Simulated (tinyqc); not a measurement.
Hueckel theory of the pi electrons, for the molecule Bc1[cH+]n1 (SMILES; centres numbered as the heavy atoms are written), step by step. Computed by tinyqc, a small Python program that keeps every step. Settings: charge = 1. Command: `OMP_NUM_THREADS=1 python tinyqc.py 22058 22059 out.jsonl` (the two numbers bound the seeds that draw the settings). One thread of a shared host (Intel(R) Xeon(R) Processor @ 2.60GHz), about 0.01 s of CPU time with the checks.

## The Hueckel matrix

Centres:
```
centre  z_r, pi electrons of the neutral centre          h
1B                                            0  -1.150000
2C                                            1   0.000000
3C                                            1   0.000000
4N                                            1   0.460000
```

Bonds:
```
i  j         k
1  2  0.700000
2  3         1
3  4  0.860000
4  2  0.860000
```

H_rr = alpha + h_r beta, H_rs = k_rs beta for bonded centres.

Hueckel matrix in units of beta (H = alpha + beta A), order 1B, 2C, 3C, 4N:
$$\begin{pmatrix}
-1.150000 & 0.700000 & 0.000000 & 0.000000 \\
0.700000 & 0.000000 & 1.000000 & 0.860000 \\
0.000000 & 1.000000 & 0.000000 & 0.860000 \\
0.000000 & 0.860000 & 0.860000 & 0.460000
\end{pmatrix}$$

## Orbitals

pi electrons, sum of z_r less the charge = 2

Diagonalise; E = alpha + x beta with beta < 0, so the largest x are filled first; degenerate levels share their electrons. P = sum n_i c_ri c_si; each orbital has its largest coefficient positive (the first on a tie).

x values: [2.024608, -0.330604, -0.732423, -1.651581]

occupations: [2.000000, 0.000000, 0.000000, 0.000000]

coefficients, order 1B, 2C, 3C, 4N:
$$\begin{pmatrix}
0.125301 & -0.478287 & -0.392607 & 0.775501 \\
0.568258 & -0.559866 & -0.234205 & -0.555681 \\
0.539259 & -0.059712 & 0.792879 & 0.277447 \\
0.608756 & 0.673962 & -0.402927 & 0.113318
\end{pmatrix}$$

charge and bond-order matrix P, order 1B, 2C, 3C, 4N:
$$\begin{pmatrix}
0.031400 & 0.142406 & 0.135139 & 0.152555 \\
0.142406 & 0.645833 & 0.612876 & 0.691860 \\
0.135139 & 0.612876 & 0.581600 & 0.656553 \\
0.152555 & 0.691860 & 0.656553 & 0.741167
\end{pmatrix}$$

## Energy, charges, bond orders

E = sum n x; q_r = z_r - P_rr; bond order p = P_rs; free valence = sqrt(3) - sum of p over the bonds of the atom.

pi energy = 2 alpha + this times beta = 4.049216

pi charges: 1B -0.031400, 2C 0.354167, 3C 0.418400, 4N 0.258833

Bond orders and lengths from R = 1.517 - 0.180 p (angstrom, C-C alone):
```
bond         p         R
1-2   0.142406         -
2-3   0.612876  1.406682
3-4   0.656553         -
4-2   0.691860         -
```

free valence of the carbons: 2C 0.284909, 3C 0.462622

gap between the highest filled and the next level = 2.355213 |beta|
